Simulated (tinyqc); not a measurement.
Time-domain thermoreflectance: layered heat flow under a modulated pulse train, and what the signal ratio measures: one step, computed by the program tinyqc. Command: `OMP_NUM_THREADS=1 python tinyqc.py 3110418 3110419 out.jsonl tdtr walk`. One thread of a shared host (Intel(R) Xeon(R) Processor @ 2.30GHz), about 0.2 s of CPU time with the checks.

Pulses repeat at 80 MHz; heat is laid down at the surface, all layers are isotropic, and the film is in perfect contact with the substrate.

Problem. Impedance at k = 0 and the modulation frequency. For radial wave number k and angular frequency W each layer has u = sqrt(4 pi^2 k^2 + i W C/kappa) and gamma = kappa u. Surface impedance from below: Z = 1/gamma for the substrate; a layer of thickness L maps Z to (Z + tanh(u L)/gamma)/(1 + gamma Z tanh(u L)); a boundary adds 1/G. Take k = 0 and W = 2 pi f.

Inputs (values chosen for the exercise, modelled on aluminium on silicon):

| quantity | value | unit |
|---|---|---|
| metal thickness d | 75 | nm |
| metal conductivity | 160 | W/(m K) |
| metal heat capacity | 2.42 | MJ/(m^3 K) |
| boundary conductance G under the metal | 290 | MW/(m^2 K) |
| film thickness | 130 | nm |
| film conductivity | 12 | W/(m K) |
| film heat capacity | 2 | MJ/(m^3 K) |
| substrate conductivity kappa | 131 | W/(m K) |
| substrate heat capacity C | 1.63 | MJ/(m^3 K) |
| modulation frequency f | 1 | MHz |

Stack: metal, film, substrate.

Give: Z of the substrate; Z at the surface.

Solution.

Z of the substrate = 19.30-19.30i m^2 K/GW

Z at the surface = 31.09-20.32i m^2 K/GW
